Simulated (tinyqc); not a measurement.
Balance functions: hot carriers by balance equations with a heated Maxwellian. Computed by tinyqc, a small Python program. Command: `OMP_NUM_THREADS=1 python tinyqc.py 3023943 3023944 out.jsonl hot walk`. One thread of a shared host (Intel(R) Xeon(R) Processor @ 2.30GHz), about 0.01 s of CPU time with the checks.

The carriers follow a Maxwellian at an electron temperature T_e, slightly displaced; the drift energy is neglected against k_B T_e. The balance averages the rate, not the time, so mu_0 lies below the relaxation-time value.

Inputs (values chosen for the exercise, for a model non-polar semiconductor):
```
quantity                                          value       unit
effective mass m                                  0.434        m_0
density rho                                        4710     kg/m^3
sound velocity v_l                                 6610        m/s
acoustic deformation potential D_A                    9         eV
phonon energy hbar w                               83.5        meV
optical or intervalley deformation potential D_o    3.4  1e8 eV/cm
final valleys Z_f                                     2          -
lattice temperature T                               350          K
```

Band: parabolic. Solver: Newton.

Constants: k_B = 8.617333262e-05 eV/K; k_B = 1.380649e-23 J/K; e = 1.602176634e-19 C; hbar = 1.054571817e-34 J s; m_0 = 9.1093837015e-31 kg; hbar = 6.582119569e-16 eV s.

Method:
- Parabolic band: E = hbar^2 k^2/(2 m), speed v = hbar k/m, states per spin, volume and energy g(E) = m k/(2 pi^2 hbar^2). Masses are multiplied by m_0 and all formulas are in SI units.
- Phonon occupation N_q = 1/(exp(hbar w/(k_B T)) - 1).
- Acoustic deformation potential (elastic, equipartition, absorption and emission together): 1/tau = 2 pi k_B T D_A^2 g(E)/(hbar rho v_l^2).
- Optical or intervalley deformation potential: 1/tau = (pi Z_f D_o^2/(rho w)) [N_q g(E + hbar w) + (N_q + 1) g(E - hbar w)], with g = 0 below the band edge.
- Averages over the Maxwellian, <y> = int y x^(1/2) exp(-x) dx / int x^(1/2) exp(-x) dx with x = E/(k_B T_e), split at x_0 = hbar w/(k_B T_e): 64 Gauss-Legendre points in sqrt(x) below it and 128 in sqrt(x - x_0) above it, up to x = 32. Momentum balance: mu(T_e) = e/(m nu), nu = <x (sum of rates)>/<x>. Power lost per carrier: P(T_e) = hbar w <emission rate - absorption rate> + <(2 m v_l^2/(k_B T)) (E - 2 k_B T) acoustic rate>.
- The field that sustains T_e follows from e mu F^2 = P.

Against the electron temperature:
```
T_e (K)  mu (cm^2/(V s))  P optical (1e9 eV/s)  P acoustic (1e9 eV/s)  F (kV/cm)  drift velocity (1e7 cm/s)
385               800.66                 1.097             1.5672e-01      1.251                    0.10018
455               730.29                 3.534             5.1111e-01      2.354                    0.17187
560               651.48                 7.520             1.1341e+00      3.645                    0.23744
700               576.80                12.979             2.1132e+00      5.115                    0.29505
1050              464.06                25.756             5.1762e+00      8.164                    0.37887
1750              355.22                46.318             1.3365e+01     12.962                    0.46044
2800              279.06                69.230             2.9585e+01     18.817                    0.52512
4200              227.11                92.390             5.6939e+01     25.642                    0.58236
```

What does the comparison show, and why?

Optical phonons take 87 % of the power in the first row and 62 % in the last. The velocity grows as F^0.85 at first and as F^0.33 at the end; acoustic scattering alone would end at F^(1/2). Rows above 1400 K (k_B T_e > 0.12 eV) stretch the parabolic band.
